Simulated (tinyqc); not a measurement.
Keating valence-force model of a tetrahedral crystal: one step, computed by the program tinyqc. Command: `OMP_NUM_THREADS=1 python tinyqc.py 3002121 3002122 out.jsonl keating walk`. One thread of a shared host (Intel(R) Xeon(R) Processor @ 2.30GHz), about 0.04 s of CPU time with the checks.

Atom A sits at 0 and atom B at a/4 (1,1,1) of an fcc lattice; the four bonds from A are t = a/4 (1,1,1), a/4 (1,-1,-1), a/4 (-1,1,-1), a/4 (-1,-1,1), of length d = sqrt(3) a/4. Energy: E = (3 alpha/(8 d^2)) sum over bonds (r.r - d^2)^2 + (3 beta/(8 d^2)) sum over pairs of bonds at one atom (r_i.r_j + d^2/3)^2, with beta_A for the six pairs at A and beta_B for the six at B. The cell holds two atoms, Omega = a^3/4. 1 N/m = 1 J/m^2.

Task: Frequencies at the zone boundary. With displacements u exp(i q.r), each bracket changes by g.u, where g = (g_A, g_B): bond t, g = (-2 t, 2 t exp(i q.t)); pair (i, j) at A, g = (-(t_i + t_j), t_i exp(i q.t_j) + t_j exp(i q.t_i)); pair at B, g = (-t_i exp(-i q.t_j) - t_j exp(-i q.t_i), t_i + t_j). Then D_mn = sum over the 4 bonds and 12 pairs of (4 k/a^2) conj(g_m) g_n / sqrt(M_m M_n), with k = alpha or beta converted to eV/angstrom^2. Only the short-range forces enter; the Coulomb field of the charges is left out. An eigenvalue lambda of D in eV/(angstrom^2 u) gives nu = 15.6333042 THz x sqrt(lambda).

Inputs (values chosen for the exercise, for a model crystal):

| quantity | value | unit |
|---|---|---|
| mass M_A | 40.5 | u |
| mass M_B | 116 | u |
| bond stretching alpha | 52.1 | N/m |
| bond bending beta_A | 7.4 | N/m |
| bond bending beta_B | 7.4 | N/m |

Structure: zinc blende.

Constants: nu for 1 eV/(angstrom^2 u) = 15.6333042 THz; 1 eV/angstrom^2 = 16.02176634 J/m^2.

Give: Frequencies (THz) at points given in 2 pi/a.

Result:

Frequencies (THz) at points given in 2 pi/a:

| point | nu 1 | nu 2 | nu 3 | nu 4 | nu 5 | nu 6 |
|---|---|---|---|---|---|---|
| X (1, 0, 0) | 3.336 | 3.336 | 5.932 | 10.04 | 10.48 | 10.48 |
| L (0.5, 0.5, 0.5) | 2.383 | 2.383 | 5.617 | 10.03 | 10.74 | 10.74 |
| W (1, 0.5, 0) | 3.635 | 3.768 | 5.594 | 9.47 | 10.52 | 10.90 |
| K (0.75, 0.75, 0) | 3.092 | 3.973 | 5.636 | 9.58 | 10.55 | 10.83 |

At X the two longitudinal modes are split (5.93 and 10.04 THz) because each moves one sublattice alone.
